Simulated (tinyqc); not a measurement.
Inside a calculation: strained quantum well: band edges, subbands and transparency. Values are carried at full precision from step to step, so a last printed digit may differ when a step is redone from the rounded ones.

Growth on (001), barriers unstrained: tr(e) = e (2 - nu2), Z = b e (1 + nu2); Ec = Ev + Eg + ac tr(e), E_HH = Ev + av tr(e) + Z, E_LH = Ev + av tr(e) - Z (coupling to the split-off band left out).

Constants: hbar^2/2m0 = 3.80998211 eV angstrom^2; hc = 1239.841984 eV nm; kB = 8.617333262e-05 eV/K.

Values chosen for the exercise (near those of an InGaAs/InP well; the results hold for these values, not for the real material):
- e = 0.0011 (strain in the plane)
- nu2 = 0.995 (2 C12/C11)
- Eg = 0.735 eV (unstrained gap of the well)
- Ev = -0.596 eV (its valence edge)
- ac = -6.08 eV
- av = 1.08 eV (Ev moves by av tr(e))
- b = -1.9 eV (shear potential)
- Egb = 1.349 eV (gap of the barrier)
- Evb = -0.94 eV (its valence edge)
- L = 96 angstrom (well width)
- me = 0.0434 m0 (electron mass)
- g1 = 13.75 (gamma1)
- g2 = 5.41 (gamma2)
- meb = 0.08 m0
- g1b = 5.08
- g2b = 1.6
- T = 350 K (temperature)
- Br = 1.5 x 1e-4 cm^2/s (two-dimensional radiative coefficient)

## Strained band edges and offsets

Give tr(e), Z, the edges Ec, E_HH, E_LH and the well depths against the barrier.

tr(e) = 0.00111
Z = -0.0042 eV

Ec, E_HH, E_LH (eV): [0.1323, -0.5990, -0.5906]

depths for e, HH, LH (eV): [0.2767, 0.3410, 0.3494]

The well is under tension, which puts LH on top, by 8 meV; the gap becomes 0.7229 eV, -12 meV from the unstrained one.

## Subband edges

Masses along z: me, 1/(g1 - 2 g2) for HH, 1/(g1 + 2 g2) for LH, likewise in the barrier; in the plane me, 1/(g1 + g2) for HH and 1/(g1 - g2) for LH (no mixing, which understates the hole masses away from k = 0). Level n solves k L + 2 atan[(k/m)/(kappa/mb)] = n pi, k = sqrt(m E/c), kappa = sqrt(mb (V - E)/c), c = hbar^2/2m0.

Up to three electron, four HH and two LH levels, on the common energy scale, with their masses in the plane.

Subbands:
```
level   E (eV)  m in the plane
e1      0.1743          0.0434
e2      0.3009          0.0434
hh1    -0.6080          0.0522
lh1    -0.6319          0.1199
hh2    -0.6352          0.0522
hh3    -0.6805          0.0522
hh4    -0.7436          0.0522
lh2    -0.7681          0.1199
```

lowest transition = 0.7823 eV
wavelength hc/E = 1584.9 nm

The top hole level is hh1, so the edge is mainly TE polarised; lh1 lies 24 meV lower, within kT at room temperature, so both polarisations contribute.

## Transparency density

Transparency (Bernard-Duraffourg): Fc - Fv equals the lowest transition energy with n = p, n = sum m/(2 pi c) kB T ln(1 + exp((Fc - E)/kB T)) and p likewise over the listed subbands; c = hbar^2/2m0, 1/angstrom^2 = 1e16/cm^2.

Solve for u = (Fc - e1)/kB T; give n_tr, the share of holes in the top subband and the current e Br n_tr^2 (e = 1.602177e-19 C).

u = 0.809
n_tr = 0.662 x 1e12/cm^2
share = 0.366
current density = 10.5 A/cm^2

For mirror-image bands u = 0 and n_tr = me kB T ln2/(2 pi c) = 0.379 x 1e12/cm^2; the heavier or more numerous hole states raise it by a factor 1.75.

## Checks

- Transparency for equal single subbands against m kB T ln2/(2 pi c): both 0.3743.

Program tinyqc; command `OMP_NUM_THREADS=1 python tinyqc.py 1252419 1252420 out.jsonl`; about 0.01 s on one thread of a shared Intel(R) Xeon(R) Processor @ 2.30GHz.
